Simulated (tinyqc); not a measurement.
Interdiffusion of a quantum well during annealing: blurred potential and shift of the confined levels. Changing the anneal time t. Computed by tinyqc, a small Python program. Command: `OMP_NUM_THREADS=1 python tinyqc.py 3020972 3020973 out.jsonl qwi sweep`. One thread of a shared host (Intel(R) Xeon(R) Processor @ 2.30GHz), about 0.08 s of CPU time with the checks.

A square well of width w is blurred by Fick diffusion with a constant coefficient; band offsets are linear in composition, masses are uniform, and strain and excitons are ignored.

Inputs (values chosen for the exercise, modelled on InGaAs in InP):

| quantity | value | unit |
|---|---|---|
| well width w | 7 | nm |
| electron mass m_e | 0.0413 | m_0 |
| hole mass m_h | 0.414 | m_0 |
| conduction offset V_c | 0.24 | eV |
| valence offset V_v | 0.43 | eV |
| prefactor D0 | 350 | cm^2/s |
| activation energy E | 3.36 | eV |
| anneal temperature T | 660 | C |

Constants: k_B = 8.617333262e-05 eV/K; hbar^2/(2 m_0) = 3.80998212 eV angstrom^2.

Method:
- D = D0 exp(-E/(k_B T)); L = sqrt(D t); share of well material at the centre erf(w/(4L)); 1 nm = 1e-7 cm.
- Temperatures in kelvin are T(C) + 273.15.
- With L = sqrt(D t) and the share at the centre erf(w/(4L)). After the anneal: V(z) = V {1 - (1/2)[erf((w/2 - z)/(2L)) + erf((w/2 + z)/(2L))]}, energies counted from the original well bottom. Finite differences on 3000 points over |z| < w/2 + 6L + 25 nm; shifts are taken against the same grid with cell-averaged square steps.
- Rise of the bottom = V (1 - share at the centre). Overlap = |<electron|hole>|^2.

One run for each value:

| anneal time t (s) | blue shift of the transition (meV) | diffusion length L (nm) | rise of the gap at the centre (meV) | overlap |
|---|---|---|---|---|
| 13 | 13.455 | 0.5697 | 9.3568e-03 | 0.8184 |
| 30 | 31.407 | 0.8654 | 2.8398e+00 | 0.7769 |
| 69 | 75.217 | 1.3124 | 3.9753e+01 | 0.7415 |
| 160 | 157.500 | 1.9985 | 1.4444e+02 | 0.7318 |
| 380 | 260.957 | 3.0799 | 2.8251e+02 | 0.7376 |
| 890 | 353.052 | 4.7135 | 4.0169e+02 | 0.7466 |
| 2100 | 424.842 | 7.2404 | 4.9077e+02 | 0.7548 |

What does the table show, and why?

Over the rows, blue shift of the transition (meV) rises from 13.5 to 425 (exponent d ln y / d ln x 1.0 between the first rows and 0.22 between the last); diffusion length L (nm) rises from 0.570 to 7.24 (exponent d ln y / d ln x about 0.50 throughout); rise of the gap at the centre (meV) rises from 0.00936 to 491 (exponent d ln y / d ln x 6.8 between the first rows and 0.23 between the last). At the low end the exponent of blue shift of the transition is 1.01, close to 1: first order in L^2 = D t.  Left out: 4900, 11000 (no blur, or the well has dissolved).
